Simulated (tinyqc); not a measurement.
What each parameter does: ellipsoidal valleys in the axes of a wafer and a channel.

Valleys with axes a along [111], [1-1-1], [-11-1] and [-1-11], one whole valley each; inverse mass tensor w = 1/mt + (1/ml - 1/mt) a a. Device axes: z = nz/|nz|, x = nx/|nx|, y = z cross x; in them a = (ax, ay, az). Confinement mass mz = 1/w_zz. In the plane w_ij is replaced by u_ij = w_ij - w_iz w_jz/w_zz (i, j = x, y); density-of-states mass md = 1/sqrt(det u); conductivity mass along x mc = 1/u_xx; ballistic transport mass mx = u_yy/det u, width mass my = 1/u_yy.

Hard walls: E_n = c (n pi/t)^2/mz, c = hbar^2/2m0, n = 1, 2, 3. Non-degenerate share of a valley proportional to md sum_n exp(-E_n/kT); mean 1/mc = sum of share/mc. 1 nm = 10 angstrom.

Constants: hbar^2/2m0 = 3.80998211 eV angstrom^2; kB = 8.617333262e-05 eV/K.

Parameters, chosen for this exercise (near those of the L valleys of Ge; shifted at random, so the results belong to these values and not to a real crystal): ml = 1.649 m0 (longitudinal mass); mt = 0.084 m0 (transverse mass); nz = (0, 0, 1) (surface normal (confinement)); nx = (1, 0, 0) (channel direction); t = 7.4 nm (thickness of the film); T = 300 K (temperature).

Lowest E1, its share and the mean conductivity mass.

Results for these values:
```
case  lowest E1 (meV)   share  mean mc (m0)
base            55.89  1.0000        0.1564
```

What happens to each result for mt = 0.076 m0, all else kept?

Answer: lowest E1 rises from 55.89 to 61.62; share does not change at the printed digits; mean mc falls from 0.1564 to 0.1424.

The same for each parameter in turn:
```
case           lowest E1 (meV)   share  mean mc (m0)
base                     55.89  1.0000        0.1564
ml = 1.814 m0            55.76  1.0000        0.1573
mt = 0.076 m0            61.62  1.0000        0.1424
t = 6.66 nm              69.00  1.0000        0.1564
T = 270 K                55.89  1.0000        0.1564
```

Program tinyqc; command `OMP_NUM_THREADS=1 python tinyqc.py 1850098 1850099 out.jsonl`; about 0.01 s on one thread of a shared Intel(R) Xeon(R) Processor @ 2.30GHz.
